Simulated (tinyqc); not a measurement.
Worked calculation: tight binding, dimerised chain. One step of it, computed by the program tinyqc.

Problem. Open chain of 3 cells. The same hoppings without the wrap-around bond.

H of the open chain (eV):
$$\begin{pmatrix}
0.820000 & -2.060000 & 0.000000 & 0.000000 & 0.000000 & 0.000000 \\
-2.060000 & -0.820000 & -2.210000 & 0.000000 & 0.000000 & 0.000000 \\
0.000000 & -2.210000 & 0.820000 & -2.060000 & 0.000000 & 0.000000 \\
0.000000 & 0.000000 & -2.060000 & -0.820000 & -2.210000 & 0.000000 \\
0.000000 & 0.000000 & 0.000000 & -2.210000 & 0.820000 & -2.060000 \\
0.000000 & 0.000000 & 0.000000 & 0.000000 & -2.060000 & -0.820000
\end{pmatrix}$$

Give: levels; weights of the highest filled level on the sites.

Solution.

levels (eV): [-3.930, -2.768, -1.189, 1.189, 2.768, 3.930]

weights of the highest filled level on the sites: [0.088, 0.083, 0.052, 0.283, 0.015, 0.478]

The bulk gap runs from -0.8336 to 0.8336 eV; no level of this chain lies inside it.
